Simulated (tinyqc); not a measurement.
# Small-signal admittance of a forward-biased p+-n diode: effects of single changes

Holes injected into a neutral base of width wb with an ohmic contact at its end; low injection, p0 far above the equilibrium density. A small voltage v exp(i w t), w = 2 pi f, modulates the edge density by p0 v/Vt, and the small-signal density obeys Dp d2p/dx2 = (1/tau + i w) p.

Parameters, values chosen for the exercise; permittivity close to that of gallium arsenide:

| symbol | value | unit | meaning |
|---|---|---|---|
| T | 300 | K | temperature |
| eps_r | 12.9 |  | relative permittivity |
| Nd | 1.2e17 | cm^-3 | donor density of the base |
| Dp | 8.8 | cm^2/s | hole diffusion coefficient |
| tau | 2e-8 | s | hole lifetime |
| wb | 3.9 | um | width of the neutral base |
| p0 | 7.3e13 | cm^-3 | excess hole density at the junction edge |
| Na | 6e18 | cm^-3 | acceptor density of the p+ side |
| Rs | 0.00024 | ohm cm^2 | series resistance |
| f | 3.7e6 | Hz | signal frequency |

Constants: q = 1.602176634e-19 C, kB = 1.380649e-23 J/K, Vt = kB T/q, eps0 = 8.8541878128e-14 F/cm where lengths are in cm. Results are converted to the units shown.

Each table varies one quantity; the others keep the values above.

## Admittance against frequency

L = sqrt(Dp tau); direct current J = (q Dp p0/L) coth(wb/L); k = sqrt(1 + i w tau)/L; diffusion admittance Y = (q Dp p0/Vt) k coth(k wb) = G + i w C_diff; junction capacitance C_j = sqrt(q eps0 eps_r Nd/(2 Vr)) in the depletion approximation, with the remaining barrier Vr = Vt ln(Na/p0), a rough value under forward bias; base-width modulation is left out. Measured admittance 1/[Rs + 1/(Y + i w C_j)].

The same in every row: C_j (uF/cm^2) = 0.19373.

Admittance against frequency:
```
f (Hz)	w tau	G (S/cm^2)	C_diff (uF/cm^2)	measured G (S/cm^2)	measured C (uF/cm^2)	phase of the measured Y (degrees)
60000	0.0075398	12.993	0.052787	12.952	0.24498	0.40855
3e5	0.037699	12.993	0.052787	12.952	0.24498	2.0419
1e6	0.12566	12.995	0.052784	12.955	0.24498	6.7760
4e6	0.50265	13.026	0.052736	12.995	0.24493	25.347
2e7	2.5133	13.808	0.051570	13.988	0.24367	65.448
8e7	10.053	21.613	0.040397	24.772	0.23153	77.984
3e8	37.699	41.772	0.021557	79.360	0.20909	78.615
1e9	125.66	75.524	0.011925	421.64	0.18155	69.715
6e9	753.98	184.38	0.0048844	3159.4	0.045979	28.751
```

G starts at J/Vt = 13.0 S/cm^2 and C_diff at (J tau/(2 Vt))(1 - 2 x/sinh 2x) = 0.0528 uF/cm^2, x = wb/L = 0.930. Between the last two rows G goes as f^(0.50) and C_diff as f^(-0.50); the limits are 1/2 and -1/2, reached when the signal penetrates only sqrt(Dp/w). The measured C is 0.62 % below C_diff + C_j in the first row and 77 % below it in the last, the difference being due to Rs.

## Effect of the excess hole density at the junction edge

Same model as above.

The same in every row: w tau = 0.4650.

Effect of the excess hole density at the junction edge:
```
p0 (cm^-3)	G (S/cm^2)	C_diff (uF/cm^2)	C_j (uF/cm^2)	measured G (S/cm^2)	measured C (uF/cm^2)	phase of the measured Y (degrees)
1e10	0.001784	7.225e-6	0.1450	0.004510	0.1450	89.92
1e11	0.01784	7.225e-5	0.1540	0.02092	0.1541	89.67
1e12	0.1784	7.225e-4	0.1650	0.1819	0.1657	87.30
1e13	1.784	0.007225	0.1787	1.787	0.1857	67.51
1e14	17.84	0.07225	0.1965	17.77	0.2664	19.22
1e15	178.4	0.7225	0.2210	171.2	0.8676	6.721
1e16	1784	7.225	0.2577	1252	3.666	3.896
```

As p0 goes from 1e10 to 1e16, G rises from 0.00178 to 1780 S/cm^2, C_diff rises from 7.23e-6 to 7.23 uF/cm^2 and the measured C rises from 0.145 to 3.67 uF/cm^2. C_diff exceeds C_j for p0 = 1e15, 1e16.

tinyqc, about 0.01 s, one thread, Intel Xeon 2.30GHz (shared host): `OMP_NUM_THREADS=1 python tinyqc.py 2890220 2890221 out.jsonl`
